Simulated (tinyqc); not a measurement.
Worked calculation: heterojunction of two tight-binding chains. Values are carried at full precision from step to step, so a last printed digit may differ when a step is redone from the rounded ones.

Left chain: hopping -t1, sites at 2 t1 (band bottom 0). Right chain: hopping -t2, sites at dE + 2 t2 (bottom dE). t = c/(m a^2), c = hbar^2/2m0. The bond across the interface is -tc with tc = f sqrt(t1 t2), and the last left site has the extra energy U. In a chain E = bottom + 2t (1 - cos(ka)); the surface Green function of a half chain is g = -exp(ika)/t, with Im k > 0 where cos(ka) > 1.

Constants: hbar^2/2m0 = 3.80998211 eV angstrom^2.

Values chosen for the exercise (masses and offset of the size met at Si / SiGe; not measured data): a = 4 angstrom (site spacing); m1 = 0.184 m0 (mass on the left); m2 = 0.211 m0 (mass on the right); f = 1 (factor on the interface hopping); dE = 0.14 eV (band offset); E = 0.152 eV (electron energy); U = 0 eV (extra energy on the last left site).

## Hoppings

Form t1, t2 and tc.

t1 = 1.2942 eV
t2 = 1.1285 eV
tc = 1.2085 eV

## Wave numbers and velocities

The left chain has hopping t1 and band bottom 0, the right one t2 and dE. cos(ka) = 1 - (E - bottom)/(2t); dE/dk = 2 t a sin(ka).

ka (rad): left 0.34441, right 0.10316

dE/dk (eV angstrom): left 3.4957, right 0.9297

## Self-energies on the last left site

Hoppings t1 (left), t2 (right), tc (interface); g is the surface Green function of a half chain. The rest of the left chain gives S1 = t1^2 g1 = -t1 exp(i k1 a); the right chain gives S2 = tc^2 g2 = -(tc^2/t2) exp(i k2 a).

S1 = -1.21815-0.43696i eV
S2 = -1.28727-0.13327i eV

## Transmission

The last site of the left chain has energy 2 t1 + U, and S1, S2 are the self-energies of the two half chains on it. G = 1/(E - 2 t1 - U - S1 - S2); T = 4 Im(S1) Im(S2) |G|^2.

G = 0.2095-1.7283i 1/eV
T = 0.7060

A fraction 0.2940 is reflected although the electron lies above the step.

## Checks

- T from the Green function against 1 - |r|^2 from matching plane waves: both 0.705995.

Program tinyqc; command `OMP_NUM_THREADS=1 python tinyqc.py 1482582 1482583 out.jsonl`; about 0.01 s on one thread of a shared Intel(R) Xeon(R) Processor @ 2.30GHz.
